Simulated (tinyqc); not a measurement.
# Interdiffusion in a binary couple: Darken equations, Kirkendall shift and Boltzmann-Matano analysis, step by step

A worked calculation. Computed by tinyqc, a small Python program that keeps every step. Command: `OMP_NUM_THREADS=1 python tinyqc.py 3024008 3024009 out.jsonl darken walk`. One thread of a shared host (Intel(R) Xeon(R) Processor @ 2.30GHz), about 0.05 s of CPU time with the checks. Intermediate numbers are printed to about 6 digits and carried at full precision; extremes and crossings named in words are read from the listed rows.

x is the mole fraction of B; the molar volume is constant, and the two halves are long enough to count as infinite.

Inputs (values chosen for the exercise, for a model alloy A-B):
```
quantity                            value   unit
tracer diffusivity D*_A(0)        3.4e-14  m^2/s
tracer diffusivity D*_B(0)          3e-14  m^2/s
slope k of ln D* with x               1.8      -
regular-solution parameter W       -0.074     eV
temperature T                        1330      K
left composition x_L                 0.32      -
right composition x_R                0.71      -
time t                             140000      s
composition x for the local step     0.48      -
```

Vacancy-wind correction: Manning, fcc.

Constants: k_B = 8.617333262e-05 eV/K.

## Diffusivities at one composition

D*_i(x) = D*_i(0) exp(k x); thermodynamic factor Phi = 1 - 2 W x (1 - x)/(k_B T); with f0 = 0.7815, M0 = 2 f0/(1 - f0), den = M0 ((1 - x) D*_A + x D*_B): D_A = D*_A Phi [1 + 2 (1 - x)(D*_A - D*_B)/den], D_B = D*_B Phi [1 - 2 x (D*_A - D*_B)/den]; interdiffusion D~ = x D_A + (1 - x) D_B.

thermodynamic factor Phi = 1.32232

intrinsic D_A = 1.08604e-13 m^2/s

intrinsic D_B = 9.25461e-14 m^2/s

interdiffusion coefficient D~ at the local x = 1.00254e-13 m^2/s

A negative W (tendency to order or compound) speeds mixing: Phi is above 1.

## Composition profile

With lambda = z/sqrt(t), the profile solves d/dlambda (D~ dx/dlambda) + (lambda/2) dx/dlambda = 0 with x = x_L and x_R far to the left and right; z = 0 is the original interface. It is solved as a boundary-value problem in y = lambda/sqrt(D~ at the mean composition) on -12 < y < 12 (collocation, tolerance 1e-8). The last column is the error-function profile for a constant D~ taken at the mean composition.

D~ at the mean composition = 1.07260e-13 m^2/s

Profile at time t:
```
y       z (um)         x  dx/dz (1/um)  x for constant D~
-3.0  -367.624  0.322889   5.92176e-05           0.326609
-2.0  -245.083  0.344599   3.53866e-04           0.350673
-1.5  -183.812  0.373938   6.07300e-04           0.376325
-1.0  -122.541  0.418254   8.23822e-04           0.413503
-0.5   -61.271  0.472299   9.16681e-04           0.461116
0.0      0.000  0.527892   8.79393e-04           0.515000
0.5     61.271  0.578336   7.57586e-04           0.568884
1.0    122.541  0.620021   6.00627e-04           0.616497
1.5    183.812  0.651937   4.43133e-04           0.653675
2.0    245.083  0.674727   3.05067e-04           0.679327
3.0    367.624  0.699318   1.16380e-04           0.703391
```

At the original interface x = 0.5279, against the mean 0.5150. D~ is 2.09 times as large at x_R as at x_L, so the profile is flatter and reaches further on the right.

## Boltzmann-Matano quantities at composition x

Read from the profile: the position z(x), the area -int_(x_L)^x z dx and the slope.

position z(x) = -52.8801 um

area -int z dx from x_L to the local x = 25.7839 um

slope dx/dz at the local x = 9.18521e-04 1/um

## Boltzmann-Matano diffusivity

D~(x) = area/(2 t slope), with z counted from the original interface (the Matano plane); 1 um^2 = 1e-12 m^2.

D~ from the profile = 1.00254e-13 m^2/s

It returns the value of D~ 1.0025e-13 m^2/s that went in.

## Kirkendall markers

Lattice planes move with v = (D_B - D_A) dx/dz; markers from the original interface stay at one composition, where z_K = 2 t v.

marker position z_K = -4.30913 um

composition at the markers = 0.524089

number of solutions = 1

The markers move towards the A-rich side, the side that loses atoms of the faster species (A); vacancies flow the same way and may condense there as voids.

Checks made by the program: mass balance about the original interface (Matano plane at z = 0) (relative difference below 1e-10); Boltzmann-Matano against the Darken value (relative difference 4e-07).
